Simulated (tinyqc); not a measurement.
Froehlich polaron in a polar crystal: one step, computed by the program tinyqc. Command: `OMP_NUM_THREADS=1 python tinyqc.py 3029956 3029957 out.jsonl frohlich walk`. One thread of a shared host (Intel(R) Xeon(R) Processor @ 2.30GHz), about 0.07 s of CPU time with the checks.

One electron in a parabolic band of mass m*, coupled to dispersionless LO phonons in the continuum model. Energies are in units of hbar omega unless marked, wave numbers in k_0 = sqrt(2 m* omega/hbar).

Question. Second-order perturbation theory. At T = 0 and k < k_0: E(k) = (k/k_0)^2 - alpha arcsin(k/k_0)/(k/k_0); so E(0) = -alpha, 1/m_p = (1 - alpha/6)/m*, and the mean number of phonons in the cloud at k = 0 is alpha/2. The Lee-Low-Pines variational state gives the same E(0) and m_p = m* (1 + alpha/6).

Inputs (values chosen for the exercise, for a model crystal): LO phonon energy hbar omega = 113 meV; electron wave number k/k_0 = 0.25.

coupling constant alpha = 0.2766231

Give: energy shift at k = 0; E(k); m*/m_p, second order; m_p/m*, Lee-Low-Pines; phonons in the cloud.

Answer.

energy shift at k = 0 = -31.26 meV

E(k) = -0.2171 hbar omega

m*/m_p, second order = 0.9539

m_p/m*, Lee-Low-Pines = 1.046

phonons in the cloud = 0.1383
